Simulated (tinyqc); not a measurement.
Single-oscillator infrared dielectric function of a polar cubic crystal: one step, computed by the program tinyqc. Command: `OMP_NUM_THREADS=1 python tinyqc.py 3007946 3007947 out.jsonl infrared walk`. One thread of a shared host (Intel(R) Xeon(R) Processor @ 2.30GHz), about 0.01 s of CPU time with the checks.

One ion pair, charges +Z* and -Z*, in a cell of volume Omega = a^3/4. Frequencies omega are given as wavenumbers (1/cm); eps_s is the static dielectric constant.

Task: Plasma frequency and its damping. omega_p^2 = N e^2/(eps_0 eps_inf m*), gamma_p = e/(m* x mobility), both divided by 2 pi c (c in cm/s) to give 1/cm. m* is held constant, though in narrow-gap crystals it rises with N at high doping.

Inputs (values chosen for the exercise, for a model crystal): eps_inf = 8.58; carrier density N = 1e+17 1/cm^3; carrier mass m* = 0.072 m_0; carrier mobility = 590 cm^2/(V s).

Structure: rock salt. Free carriers: present.

Constants: e = 1.602176634e-19 C; eps_0 = 8.8541878128e-12 F/m; m_0 = 9.1093837015e-31 kg; c = 299792458 m/s.

Give: omega_p; gamma_p.

Result:

omega_p = 120.50 1/cm

gamma_p = 219.80 1/cm

Caution: gamma_p is not small against omega_p, so the plasmon is strongly damped and a plasmon-like coupled mode marks no sharp feature.
